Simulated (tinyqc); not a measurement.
Input admittance of a MOSFET at zero drain bias: distributed channel and distributed gate: one step of the calculation.

Source and drain grounded, strong inversion, w = 2 pi f, Cox = eps0 eox/tox. The channel is an RC line of resistance 1/(mu Cox Vo) per square fed from both ends, so one finger has the intrinsic admittance y = i w Cox L tanh(g)/g per width, g = (1/2) sqrt(i w tau), tau = L^2/(mu Vo). The vertical resistance rv/L is in series with y, the overlaps 2 i w Cov in parallel: y_t = 1/(1/y + rv/L) + 2 i w Cov. The gate strip is a line of Rsh/L per length loaded by y_t, so a finger has Y = y_t Wf tanh(k)/k, k = (Wf/sd) sqrt(y_t Rsh/L); the device has Nf Y.

Problem. Low-frequency resistances and capacitance. Low-frequency limits, with c = Cox L and ct = c + 2 Cov: R_strip = Rsh Wf/(3 sd^2 L Nf), R_ch = (c/ct)^2 L/(12 mu Cox Vo Wf Nf), R_vert = (c/ct)^2 rv/(L Wf Nf), C = ct Wf Nf.

Inputs (values chosen for the exercise); values of the order met in silicon radio-frequency transistors: relative permittivity of the gate insulator (close to silicon dioxide) eox = 3.9; insulator thickness tox = 2.8 nm; channel length L = 0.68 um; finger width Wf = 4.4 um; number of fingers Nf = 4; channel mobility mu = 120 cm^2/(V s); gate overdrive Vo = 0.43 V; sheet resistance of the gate Rsh = 3 ohm/square; vertical resistivity of the gate stack rv = 9.5 ohm um^2; number of ends at which a finger is contacted sd = 1; overlap and fringe capacitance on each side Cov = 0.4 fF/um.

Constants: eps0 = 8.8541878128e-14 F/cm where lengths are in cm. Results are converted to the units shown.

Wanted: parts; sum; C; 1/(2 pi R C).

Solution.

parts (ohm): strip 1.6176, channel 42.167, vertical 0.66155
sum = 44.446 ohm
C = 161.68 fF
1/(2 pi R C) = 22.148 GHz

The channel term is the largest, 94.9 % of the sum.

Computed by the program tinyqc: `OMP_NUM_THREADS=1 python tinyqc.py 2262113 2262114 out.jsonl`, one thread of a shared Intel Xeon 2.30GHz, about 0.01 s for the whole run.
